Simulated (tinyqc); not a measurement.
# Pressure-driven transition between two phases with analytic equations of state, step by step

A worked calculation. Computed by tinyqc, a small Python program that keeps every step. Command: `OMP_NUM_THREADS=1 python tinyqc.py 3002488 3002489 out.jsonl transition walk`. One thread of a shared host (Intel(R) Xeon(R) Processor @ 2.30GHz), about 0.07 s of CPU time with the checks. Intermediate numbers are printed to about 7 digits and carried at full precision; extremes and crossings named in words are read from the listed rows.

Each phase obeys E = E0 + (9 V0 B0/16) [y^3 B' + y^2 (2 - 4 y)], y = (V0/V)^(2/3) - 1; P = (3 B0/2) (x^7 - x^5) [1 + (3/4)(B' - 4)(x^2 - 1)], x = (V0/V)^(1/3); E0 = 0 for phase 1 and Delta E0 for phase 2. H = E + P V.

Inputs (values chosen for the exercise, for two model phases):
```
quantity                                   value             unit
volume V0 of phase 1                        24.7  angstrom^3/atom
B0 of phase 1                                223              GPa
B' of phase 1                               4.43                -
volume V0 of phase 2                        22.6  angstrom^3/atom
B0 of phase 2                                285              GPa
B' of phase 2                               4.01                -
energy of phase 2 above phase 1, Delta E0   0.15          eV/atom
entropy of phase 2 less phase 1, Delta S   -0.46         k_B/atom
temperature T                               1200                K
```

Equation of state: Birch-Murnaghan.

Constants: 1 eV/angstrom^3 = 160.2176634 GPa; k_B = 8.617333262e-05 eV/K.

## First estimate from rigid phases

If neither phase were compressed, P = Delta E0/(V0 of phase 1 - V0 of phase 2).

rigid estimate = 11.44412 GPa

## One Newton step

At the estimate, solve P(V) = P for each phase, form H, and step P(new) = P - (H_2 - H_1)/(V_2 - V_1), since dH/dP = V.

V_1 = 23.58224 angstrom^3

H_1 = 1.722725 eV

V_2 = 21.77335 angstrom^3

H_2 = 1.733857 eV

next pressure = 12.43016 GPa

## Transition pressure at zero temperature

Start from P = Delta E0/(V0 of phase 1 - V0 of phase 2); at each P solve P(V) = P for both phases and step P(new) = P - (H_2 - H_1)/(V_2 - V_1); stop when |H_2 - H_1| < 1e-10 eV. At the zero-temperature transition the volume change is V_2/V_1 - 1 and the work is P (V_1 - V_2).

Iterations:
```
step   P (GPa)  V_1 (angstrom^3)  V_2 (angstrom^3)  H_2 - H_1 (meV)
0     11.44412          23.58224          21.77335     1.113261e+01
1     12.43016          23.49772          21.70878     6.171177e-02
2     12.43569          23.49726          21.70842     1.896794e-06
3     12.43569          23.49726          21.70842                0
```

transition pressure = 12.43569 GPa

V_1 at the transition = 23.49726 angstrom^3

V_2 at the transition = 21.70842 angstrom^3

volume change = -7.612956 %

work P (V_1 - V_2) = 0.1388449 eV/atom

The rigid estimate is low by 8.0 %: phase 1 shrinks faster than phase 2, so the volume gain narrows under pressure.

## Enthalpies against pressure

For each P solve P(V) = P in both phases.

Both phases:
```
P (GPa)  V_1 (angstrom^3)  V_2 (angstrom^3)  H_2 - H_1 (meV/atom)   stable
0.0              24.70000          22.60000              150.0000  phase 1
3.1              24.36899          22.36064              110.2729  phase 1
6.2              24.06049          22.13338               72.2153  phase 1
9.3              23.77170          21.91707               35.6424  phase 1
11.0             23.62084          21.80275               16.1595  phase 1
13.0             23.44960          21.67188               -6.2809  phase 2
16.0             23.20439          21.48252              -39.0365  phase 2
20.0             22.89704          21.24197              -81.1740  phase 2
```

H_2 - H_1 changes with slope V_2 - V_1, from -2.100 to -1.655 angstrom^3 per atom over the table, and passes zero at 12.44 GPa. An error of 10 meV per atom in Delta E0 moves the transition by about 0.90 GPa.

## Shift with temperature

At T the condition is H_2 - H_1 - T Delta S = 0, with Delta S constant and thermal expansion left out; the Clausius-Clapeyron slope is dP/dT = Delta S/(V_2 - V_1) at the zero-temperature point.

Clapeyron slope = 3.550346 MPa/K

transition pressure at T = 16.79706 GPa

linear estimate at T = 16.69610 GPa

The dense phase has the lower entropy, so heating raises the transition pressure. Caution: a constant Delta S holds only at high temperature; it vanishes as T goes to 0, so the shift counted from T = 0 is somewhat too large.

Checks made by the program: slope of the common tangent, -(E_2 - E_1)/(V_2 - V_1) (relative difference below 1e-10).
